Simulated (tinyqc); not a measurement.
# Admittance spectroscopy of a deep trap: effect of the bias

Schottky contact on an n-type layer with shallow donors Nd (all ionised) and a donor-like deep trap, neutral when filled and positive when empty; depletion approximation. Traps within lam of the depletion edge stay filled. The traps at xt = W - lam, where the level crosses the Fermi level, follow a slow signal and not a fast one. w = 2 pi f.

Emission rate en = sn vth(T) Nc(T) exp(-Et/kB T) = sn g T^2 exp(-Et/kB T), g = vth Nc/(300 K)^2, as vth goes as T^0.5 and Nc as T^1.5 (degeneracy factor 1). lam = sqrt(2 eps0 eps_r (EF - ET)/(q Nd)), EF - ET = Et - (kB T/q) ln(Nc(T)/Nd), Nc(T) = Nc (T/300 K)^1.5. In the steady state at the band bending V, 2 eps0 eps_r V/q = Nd W^2 + Nt (W - lam)^2 (the second term only if W > lam). V = Vbi + Vr. C_HF = eps0 eps_r/W, C_LF = eps0 eps_r (Nd + Nt)/(Nd W + Nt xt). Inflection frequency w0 = 2 en [1 + Nt xt/(Nd W)]; C = C_HF + (C_LF - C_HF)/(1 + (w/w0)^2), G/w = (C_LF - C_HF)(w/w0)/(1 + (w/w0)^2).

Inputs (values chosen for the exercise); material values those of a made-up semiconductor:
```
symbol,value,unit,meaning
eps_r,11.2,,relative permittivity
Nc,4.87e17,cm^-3,conduction-band density of states at 300 K
vth,4.2e7,cm/s,thermal velocity at 300 K
Nd,2.4e16,cm^-3,shallow donor density
Vbi,0.76,V,built-in voltage
Et,0.39,eV,depth of the trap below the conduction edge
sn,2.4e-14,cm^2,capture cross-section
Nt,8.9e15,cm^-3,trap density
T,325,K,temperature
```

Constants: q = 1.602176634e-19 C, kB = 1.380649e-23 J/K, eps0 = 8.8541878128e-14 F/cm where lengths are in cm. Results are converted to the units shown.

Effect of the bias:

| Vr (V) | W (nm) | xt/W | C_HF (nF/cm^2) | step (nF/cm^2) | step (% of C_HF) |
|---|---|---|---|---|---|
| 0 | 193.5 | 0.3547 | 51.24 | 10.84 | 21.15 |
| 0.9 | 277.5 | 0.5499 | 35.74 | 4.955 | 13.86 |
| 1.7 | 332.9 | 0.6249 | 29.79 | 3.364 | 11.29 |
| 2.6 | 385.0 | 0.6756 | 25.76 | 2.478 | 9.619 |
| 3.4 | 425.5 | 0.7065 | 23.31 | 2.010 | 8.624 |
| 4.3 | 466.6 | 0.7324 | 21.25 | 1.659 | 7.805 |
| 5.1 | 500.1 | 0.7503 | 19.83 | 1.437 | 7.245 |
| 6 | 535.1 | 0.7666 | 18.53 | 1.249 | 6.739 |

What does the comparison show, and why?

xt/W rises from 0.355 to 0.767 since lam stays at 125 nm, and the relative step falls from 21.1 to 6.74 %: the nearer xt lies to W in proportion, the less the traps add.

Numbers from tinyqc (`OMP_NUM_THREADS=1 python tinyqc.py 2050156 2050157 out.jsonl`; about 0.01 s on one thread of a shared Intel Xeon 2.30GHz).
